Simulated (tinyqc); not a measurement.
Series resistance and length offset from two lengths at two overdrives.

Question. In strong inversion R W = Rsd + k(x)(L - dL), k(x) = (1 + th1 x)/(mu0 Cox x), x the overdrive, Cox = eps0 eox/tox, with Rsd and dL independent of x. Find dL, Rsd, mu0 and th1.

Values chosen for this exercise: relative permittivity of the gate insulator (close to silicon dioxide) eox = 3.9; insulator thickness tox = 1.2 nm.

Constants: eps0 = 8.8541878128e-14 F/cm where lengths are in cm. Results are converted to the units shown.

total resistance times width (ohm um):
```
                  L = 0.087 um  L = 0.34 um
overdrive 0.49 V    714.744374   1809.26055
overdrive 1.01 V    548.404968   1129.70322
```

Answer. At each overdrive R W is a straight line in L; the two lines cross at L = dL, R W = Rsd. Their slopes give k x = (1 + th1 x)/(mu0 Cox), a straight line in x.

dL = 0.00500 um
Rsd = 360 ohm um
mu0 = 180 cm^2/(V s)
th1 = 0.200 1/V

Numbers from tinyqc (`OMP_NUM_THREADS=1 python tinyqc.py 2210017 2210018 out.jsonl`; about 0.01 s on one thread of a shared Intel Xeon 2.30GHz).
